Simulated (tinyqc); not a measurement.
Switching kinetics of a ferroelectric film and the memory window of a ferroelectric gate stack: one step, computed by the program tinyqc.

Fields in MV/cm; 1 microcoulomb/cm^2 over eps_0 is 11.29409 MV/cm. In the stack (metal, ferroelectric, interlayer, channel) the channel is taken as a conductor.

Question. Switched share after the pulse. Merz's law: t1 = t_inf exp[(E_a/E)^alpha] at the mean of the fields before and after switching. NLS: switched share = integral of [1 - exp(-(t/tau)^n)] F(z) dz over z = log10 tau, with the Lorentzian F = (1/pi) w/[(z - log10 t1)^2 + w^2].

Inputs (values chosen for the exercise, for a model film):

| quantity | value | unit |
|---|---|---|
| coercive field E_c | 1.1 | MV/cm |
| time constant t_inf | 2.3e-09 | s |
| activation field E_a | 9.4 | MV/cm |
| Merz exponent alpha | 1 | - |
| dimension n | 2 | - |
| half width w of log10 t | 0.42 | - |
| pulse length t_p | 5.7e-07 | s |
| breakdown field of the interlayer | 11 | MV/cm |

Kinetics: nucleation-limited (NLS).

E_F before switching = 4.352342 MV/cm

E_F after switching = 0.9216343 MV/cm

Give: mean field; switching time t1; switched share.

Answer.

mean field = 2.637 MV/cm

switching time t1 = 8.125e-08 s

switched share = 0.8628

t_p is 7.0 t1. A field higher by 10 % would shorten t1 by a factor 1.4. The step approximation 1/2 + arctan[log10(t_p/t1)/w]/pi gives 0.853. Caution: the interlayer field exceeds its breakdown field, so charge injection would change the fields. Caution: E_F after switching lies below E_c, so switching stalls before P_s and that state is not reached. Caution: the field changes much during switching, so one mean field is a crude stand-in.
